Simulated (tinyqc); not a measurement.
Input admittance of a MOSFET at zero drain bias: distributed channel and distributed gate: two steps of the calculation.

Source and drain grounded, strong inversion, w = 2 pi f, Cox = eps0 eox/tox. The channel is an RC line of resistance 1/(mu Cox Vo) per square fed from both ends, so one finger has the intrinsic admittance y = i w Cox L tanh(g)/g per width, g = (1/2) sqrt(i w tau), tau = L^2/(mu Vo). The vertical resistance rv/L is in series with y, the overlaps 2 i w Cov in parallel: y_t = 1/(1/y + rv/L) + 2 i w Cov. The gate strip is a line of Rsh/L per length loaded by y_t, so a finger has Y = y_t Wf tanh(k)/k, k = (Wf/sd) sqrt(y_t Rsh/L); the device has Nf Y.

Inputs (values chosen for the exercise); values of the order met in silicon radio-frequency transistors: relative permittivity of the gate insulator (close to silicon dioxide) eox = 3.9; insulator thickness tox = 2.8 nm; channel length L = 0.22 um; finger width Wf = 0.57 um; number of fingers Nf = 64; channel mobility mu = 100 cm^2/(V s); gate overdrive Vo = 0.69 V; sheet resistance of the gate Rsh = 8.2 ohm/square; vertical resistivity of the gate stack rv = 0 ohm um^2; number of ends at which a finger is contacted sd = 2; overlap and fringe capacitance on each side Cov = 0.27 fF/um; frequency f = 29 GHz.

Constants: eps0 = 8.8541878128e-14 F/cm where lengths are in cm. Results are converted to the units shown.

Problem 1. Admittance of the channel and stack per width. tau, g, c = Cox L, y and y_t as defined.

Give: tau; g; c; y; y_t.

Solution 1.

tau = 7.014 ps
g = 0.3997+0.3997i
c = 2.713 fF/um
y = 51.8+487.8i uS/um
y_t = 51.8+586.1i uS/um

w tau = 1.28, and Im y is 0.987 of w c.

Problem 2. Input impedance of the device. k and Y as defined; Z = 1/(Nf Y) = R + 1/(i w C); Q = |Im Z|/R; signal at the point farthest from a contact |1/cosh k|.

y_t = 51.80003+586.14967i uS/um

Give: k; Nf Y; R; C; Q; signal at the far point.

Solution 2.

k = 0.031131+0.028501i
Nf Y = 1.902+21.380i mS
R = 4.1286 ohm
C = 118.27 fF
Q = 11.240
signal at the far point = 0.99992

Computed by the program tinyqc: `OMP_NUM_THREADS=1 python tinyqc.py 2262131 2262132 out.jsonl`, one thread of a shared Intel Xeon 2.30GHz, about 0.01 s for the whole run.
